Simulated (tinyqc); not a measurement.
# MOSFET in saturation, small-signal circuit and noise: effects of single changes

Bias by the inversion coefficient IC = I/Ispec (charge-based model with velocity saturation; weak inversion below 0.1, strong above 10). Common-source circuit: gm, gds, Cgs, Cgd and Cj at the inner nodes, Rg in series with the gate; quasi-static, no source or drain resistance, no gate-body capacitance, no substrate network, no induced gate noise, so fmax is an upper estimate.

Values chosen for this exercise: temperature T = 300 K; gate length L = 65 nm; total gate width W = 80 um; gate capacitance Cox = 2.15 uF/cm^2; mobility mu = 280 cm^2/(V s); slope factor n = 1.17; velocity-saturation length Ls = 25 nm; ratio gds/gm sg = 0.071; overlap and fringe capacitance per side Cov = 0.45 fF/um; drain junction capacitance Cj = 0.53 fF/um; sheet resistance of the gate Rsh = 20 ohm; finger width Wf = 4 um; gate contact and vertical resistance Rc = 200 ohm um; inversion coefficient IC = 0.48; short-channel excess of the noise factor gw = 0.15; oxide trap density Nt = 1.4e18 cm^-3 eV^-1; tunnelling length into the oxide lt = 0.1 nm; Coulomb scattering coefficient ac = 0 V s/C.

Constants: q = 1.602176634e-19 C, kB = 1.380649e-23 J/K, Vt = kB T/q. Results are converted to the units shown.

Each table varies one quantity; the others keep the values above.

## Integrated noise against bandwidth

Ispec = 2 n mu Cox (W/L) Vt^2, lc = Ls/L, gms = [sqrt((lc IC + 1)^2 + 4 IC) - 1]/[2 + lc (lc IC + 1)], gm = gms Ispec/(n Vt), gds = sg gm. qs = [sqrt(1 + 4 IC) - 1]/2, Cgs = Cox W L qs (2 qs + 3)/(3 (qs + 1)^2) + Cov W, Cgd = Cov W, Cd = Cj W, Rg = Rsh (Wf/L)/(12 Nf) + Rc/W with Nf = W/Wf fingers (not rounded) contacted at both ends. Channel noise Sid = 4 kB T gam n gm with gam = (1/2 + (2/3) qs)/(1 + qs) + gw lc IC, qs = [sqrt(1 + 4 IC) - 1]/2, lc = Ls/L (the last term an empirical rise with velocity saturation); at the gate, white noise Sw = Sid/gm^2 + 4 kB T Rg. Number fluctuation with correlated mobility: S(f) = K/f, K = q^2 Vt lt Nt/(W L Cox^2) (1 + ac mu Cox I/gm)^2, Vt in eV with Nt per eV. Corner fc = K/Sw. Mean square from f1 = 10 Hz to B: Sw (B - f1) + K ln(B/f1).

Integrated noise against bandwidth:
```
B (Hz),spot noise at B (nV/Hz^0.5),white part (uV rms),1/f part (uV rms),total (uV rms)
1000,196.6,0.03129,13.34,13.34
10000,62.18,0.09940,16.34,16.34
1e5,19.69,0.3145,18.87,18.87
1e6,6.296,0.9944,21.09,21.12
1e7,2.203,3.145,23.11,23.32
1e8,1.173,9.945,24.96,26.87
1e9,1.014,31.45,26.68,41.24
```

What does the table show?

The 1/f part adds the same power, K ln 10, in each decade and grows only from 13.3 to 26.7 uV; the white part grows as sqrt(B). It overtakes the 1/f part by B = 1e9 Hz among the rows, above the corner fc = 3.91e7 Hz of the spot noise.

## Effect of the finger width on speed and noise

Same model as above.

fT = gm/(2 pi (Cgs + Cgd)), fmax = fT/(2 sqrt(Rg (gds + 2 pi fT Cgd))). Corner fc = K/Sw. IC is held fixed.

The same in every row: I (uA) = 556.2; fT (GHz) = 20.70.

Results:
```
Wf (um),Rg (ohm),fmax (GHz),sqrt(Sw) (nV/Hz^0.5),fc (MHz)
0.25,2.520,87.18,0.9509,42.74
0.5,2.580,86.16,0.9515,42.69
1,2.821,82.41,0.9536,42.51
2,3.782,71.16,0.9619,41.78
8,23.01,28.85,1.115,31.07
```

Estimate the missing row, Wf = 4 um.

Computed row:
```
Wf (um),Rg (ohm),fmax (GHz),sqrt(Sw) (nV/Hz^0.5),fc (MHz)
4,7.628,50.11,0.9945,39.08
```

With this row back in the table: As Wf goes from 0.25 to 8 um, fT stays at 20.7 GHz, fmax falls from 87.2 to 28.8 GHz, the white noise rises from 0.951 to 1.12 nV/Hz^0.5 and the corner falls from 42.7 to 31.1 MHz. The finger width leaves fT alone and acts through Rg, whose sheet part goes as Wf^2. For Wf = 0.25 to 0.5 um fmax exceeds 4 fT, where channel resistance and substrate losses, left out here, would cap it.

## Gains against frequency

Inner admittances at w = 2 pi f: y11 = i w (Cgs + Cgd), y12 = -i w Cgd, y21 = gm - i w Cgd, y22 = gds + i w (Cgd + Cd). Invert to Z, add Rg to Z11 and invert back to Y. |h21| = |Y21/Y11|; U = |Y21 - Y12|^2/(4 [Re Y11 Re Y22 - Re Y12 Re Y21]). MSG = |Y21/Y12|; stability factor k = [2 Re Y11 Re Y22 - Re(Y12 Y21)]/|Y12 Y21|.

The same in every row: f sqrt(U) (GHz) = 50.11.

Result of one run:
```
f (GHz),|h21| (dB),U (dB),MSG (dB),k
1.4,23.40,31.08,16.08,0.04048
```

What becomes of these results when the signal frequency f is changed from 1.4 to 0.72 GHz, all else the same?

Result of the changed run:
```
f (GHz),|h21| (dB),U (dB),MSG (dB),k
0.72,29.17,36.85,18.97,0.02082
```

The whole series:
```
f (GHz),|h21| (dB),U (dB),MSG (dB),k
0.21,39.88,47.55,24.32,0.006073
0.39,34.50,42.18,21.63,0.01128
0.72,29.17,36.85,18.97,0.02082
1.4,23.40,31.08,16.08,0.04048
2.5,18.37,26.04,13.57,0.07223
4.7,12.91,20.56,10.83,0.1355
8.9,7.438,15.01,8.099,0.2543
17,2.085,9.389,5.423,0.4710
```

Over the table |h21| falls by 19.8 dB a decade, U by 20.0 and MSG by 9.90. The product f sqrt(U) stays at 50.1 GHz, against fmax = 50.1 GHz from the formula. k stays below one in all rows, so the device is only conditionally stable.

Program tinyqc, `OMP_NUM_THREADS=1 python tinyqc.py 2150130 2150131 out.jsonl`; Intel Xeon 2.30GHz, shared host, one thread, about 0.01 s.
